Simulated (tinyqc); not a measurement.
Hall factor, magnetoresistance and optical conductivity for a power-law relaxation time: one step, computed by the program tinyqc.

One spherical parabolic band, tau(E) = tau_0 x^s with x = E/(k_B T). Landau quantisation is left out.

Problem. Density and moments of tau. <y> = int y x^(3/2) f (1 - f) dx / int x^(3/2) f (1 - f) dx, f = 1/(1 + exp(x - eta)). Integrals over x = E/(k_B T) use 160 Gauss-Legendre points in u = sqrt(x) from 0 to sqrt(max(eta, 0) + 45). n = (2 m k_B T)^(3/2)/(3 pi^2 hbar^3) int x^(3/2) f (1 - f) dx; moments in units of tau_0.

Inputs (values chosen for the exercise, with a mass close to that of electrons in GaAs): effective mass m = 0.064 m_0; exponent s = 1; reduced Fermi level eta = 0.59; temperature T = 300 K.

Constants: m_0 = 9.1093837015e-31 kg; k_B = 1.380649e-23 J/K; hbar = 1.054571817e-34 J s.

Give: density n; <tau>/tau_0; <tau^2>/tau_0^2; <tau^3>/tau_0^3; <1/tau> tau_0.

Solution.

density n = 4.842e+17 1/cm^3

<tau>/tau_0 = 3.015

<tau^2>/tau_0^2 = 11.71

<tau^3>/tau_0^3 = 55.81

<1/tau> tau_0 = 0.4735
